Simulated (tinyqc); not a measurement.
Chemically amplified photoresist: aerial image, acid generation, bake, development and line width: one step, computed by the program tinyqc. Command: `OMP_NUM_THREADS=1 python tinyqc.py 3028093 3028094 out.jsonl resist walk`. One thread of a shared host (Intel(R) Xeon(R) Processor @ 2.30GHz), about 0.02 s of CPU time with the checks.

Lines and spaces of pitch p with a two-beam-like image; x = 0 is the middle of the bright space. The resist is positive and treated as uniform in depth.

Question. Space width and dose latitude. Dose E(x) = E [1 + c cos(2 pi x/p)]; acid h = 1 - exp(-C E(x)). Bake: the acid image is blurred by a Gaussian of variance sigma^2 = 2 D t (each Fourier term k of h, taken on 64 points, is multiplied by exp(-4 pi^2 k^2 D t/p^2)). The quencher then removes q, h_eff = max(h_blurred - q, 0); protection m = exp(-k_amp t h_eff). Mack rate r = r_max (a + 1)(1 - m)^n/(a + (1 - m)^n) + r_min, a = ((n + 1)/(n - 1))(1 - m_th)^n. Edge: vertical development clears the film where r t_d >= d; the space width is twice the x where r = d/t_d. Dose sensitivity = d ln(width)/d ln E from widths at 1.005 E and E/1.005; image log-slope at the edge = |d ln E/dx|, normalised by the width (NILS); latitude for 10 % of width = 10 %/sensitivity.

Inputs (values chosen for the exercise, for a model resist at 248 nm):
```
quantity,value,unit
pitch p,280,nm
image contrast c,0.78,-
mean dose E,18,mJ/cm^2
Dill parameter C,0.042,cm^2/mJ
"quencher load q, relative to the acid generator",0.12,-
acid diffusivity D,5.9,nm^2/s
bake time t,45,s
amplification rate k_amp,0.027,1/s
threshold protection m_th,0.51,-
development selectivity n,12,-
largest rate r_max,300,nm/s
smallest rate r_min,0.077,nm/s
resist thickness d,210,nm
development time t_d,45,s
```

Give: space width; dose sensitivity; NILS; dose latitude.

Answer.

space width = 153.0 nm

dose sensitivity = 0.7163

NILS = 2.989

dose latitude = 13.96 %

At the same width a resist without blur would give a sensitivity 2/NILS = 0.669; the blur multiplies it by 1.07. Caution: lateral development, standing waves and the joint diffusion of acid and quencher are left out, so widths are indicative.
